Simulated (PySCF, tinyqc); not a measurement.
CISD on RHF in the sto-6g basis, frozen core, for BeH+, spin multiplicity 1, step by step (part 2 of 2). The lowest restricted solution is unstable here: a spin-polarised one lies 0.0288 hartree lower (PySCF). Computed by tinyqc, a small Python program that keeps every step (integrals from PySCF). Command: `OMP_NUM_THREADS=1 python tinyqc.py 29454 29455 out.jsonl` (the two numbers bound the seeds that draw the settings). One thread of a shared host (Intel(R) Xeon(R) Processor @ 2.60GHz), about 0.2 s of CPU time with the checks.

Geometry (angstrom):
```
atom         x         y         z
Be    0.000000  0.000000  0.000000
H     0.000000  0.000000  2.068000
```

## CISD: roots

Occupation strings over the orbitals (2 doubly, a alpha, b beta, 0 empty; spin orbitals ordered 1a 1b 2a 2b ...): 220000 2ab000 2a000b 2ba000 2b000a 202000 20a00b 200200 200020 20b00a 200002

H - E(HF) between determinants (hartree):
```
           220000     2ab000     2a000b     2ba000     2b000a     202000     20a00b     200200
220000   0.000000   0.000000   0.000000   0.000000   0.000000   0.085141   0.060583   0.048048
2ab000   0.000000   0.110489   0.004325  -0.085141  -0.060583   0.079288  -0.082905   0.037010
2a000b   0.000000   0.004325   0.314883  -0.060583  -0.109601  -0.082905   0.000749   0.021615
2ba000   0.000000  -0.085141  -0.060583   0.110489   0.004325  -0.079288   0.007653  -0.037010
2b000a   0.000000  -0.060583  -0.109601   0.004325   0.314883   0.082905   0.061902  -0.021615
202000   0.085141   0.079288  -0.082905  -0.079288   0.082905   0.371816  -0.086065   0.045550
20a00b   0.060583  -0.082905   0.000749   0.007653   0.061902  -0.086065   0.450660   0.003797
200200   0.048048   0.037010   0.021615  -0.037010  -0.021615   0.045550   0.003797   0.591451
200020   0.048048   0.037010   0.021615  -0.037010  -0.021615   0.045550   0.003797   0.024258
20b00a  -0.060583   0.007653   0.061902  -0.082905   0.000749   0.086065  -0.099573  -0.003797
200002   0.109601  -0.061902  -0.014458   0.061902   0.014458   0.099573  -0.001311   0.020885

           200020     20b00a     200002
220000   0.048048  -0.060583   0.109601
2ab000   0.037010   0.007653  -0.061902
2a000b   0.021615   0.061902  -0.014458
2ba000  -0.037010  -0.082905   0.061902
2b000a  -0.021615   0.000749   0.014458
202000   0.045550   0.086065   0.099573
20a00b   0.003797  -0.099573  -0.001311
200200   0.024258  -0.003797   0.020885
200020   0.591451  -0.003797   0.020885
20b00a  -0.003797   0.450660   0.001311
200002   0.020885   0.001311   0.653813
```

Diagonalise (each vector has its largest component positive (the first on a tie)); all determinants have Ms = 0, so triplets appear too. The lowest singlet root is the correlation energy.

lowest roots of this matrix, relative to E(HF) (hartree): -0.055520  -0.000215  0.082103  0.185542  0.266394  0.396390  0.486240  0.567193

lowest vectors:
```
           root 1    root 2     root 3     root 4
220000   0.939911  0.000000  -0.148558   0.000000
2ab000   0.032751  0.680671   0.573121  -0.091593
2a000b  -0.061559  0.150052  -0.198197   0.640966
2ba000  -0.032751  0.680671  -0.573121  -0.091593
2b000a   0.061559  0.150052   0.198197   0.640966
202000  -0.240882  0.000000  -0.437777   0.000000
20a00b  -0.129201  0.119045   0.024688  -0.284207
200200  -0.045821  0.000000  -0.021679   0.000000
200020  -0.045821  0.000000  -0.021679   0.000000
20b00a   0.129201  0.119045  -0.024688  -0.284207
200002  -0.105987  0.000000   0.220507   0.000000
```

<S^2> of these roots: 0.000000  2.000000  0.000000  2.000000  0.000000  2.000000  0.000000  0.000000

weight of the ground state by excitation level 0, 1, 2, ...: 0.883433  0.009724  0.106843

The reference has a weight of only 0.88: one determinant is a poor start here. A root of higher spin lies below E(HF).
